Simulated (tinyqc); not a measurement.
Polytypes and stacking faults of a tetrahedral semiconductor in an axial Ising model with couplings up to third neighbours: one step, computed by the program tinyqc. Command: `OMP_NUM_THREADS=1 python tinyqc.py 3005711 3005712 out.jsonl polytype walk`. One thread of a shared host (Intel(R) Xeon(R) Processor @ 2.30GHz), about 0.01 s of CPU time with the checks.

Each double layer has s = +1 or -1 for the sense of its stacking step; E per pair of atoms = E0 - sum_n J_n <s_i s_(i+n)>, n = 1, 2, 3. Hexagonality h = (1 - <s_i s_(i+1)>)/2.

Question. Electronic energy gained by the fault. The fault binds electrons in a two-dimensional band E_b below the conduction edge, g2 = m m0/(pi hbar^2) for one valley. With the Fermi level held by the bulk, eta = ln[n/N_c(T)], N_c(T) = N_c (T/300)^1.5, the grand potential falls by g2 (k_B T)^2 F1(x), x = eta + E_b/(k_B T), F1(x) = integral from 0 to infinity of ln(1 + exp(x - t)) dt; sheet density g2 k_B T ln(1 + e^x). Band bending by the trapped charge is left out, so the gain is an upper bound. Net fault energy = gamma of the single Shockley (31) fault less the electronic gain.

Inputs (values chosen for the exercise, for a model crystal):

| quantity | value | unit |
|---|---|---|
| binding energy of the fault level E_b | 0.18 | eV |
| in-plane mass m | 0.31 | m0 |
| effective density of states N_c at 300 K | 2.7e+19 | 1/cm^3 |
| electron density n | 9.6e+17 | 1/cm^3 |
| temperature T | 350 | K |

Host polytype: 4H.

energy of the glide fault, single Shockley (31) = 25.11853 mJ/m^2

Constants: m_0 = 9.1093837015e-31 kg; hbar = 1.054571817e-34 J s; k_B = 1.380649e-23 J/K; k_B = 8.617333262e-05 eV/K.

Give: x; sheet density; electronic gain; net fault energy.

Answer.

x = 2.4002

sheet density = 9.7134e+12 1/cm^2

electronic gain = 0.83733 mJ/m^2

net fault energy = 24.281 mJ/m^2

The gain offsets 3.3 % of the fault energy.
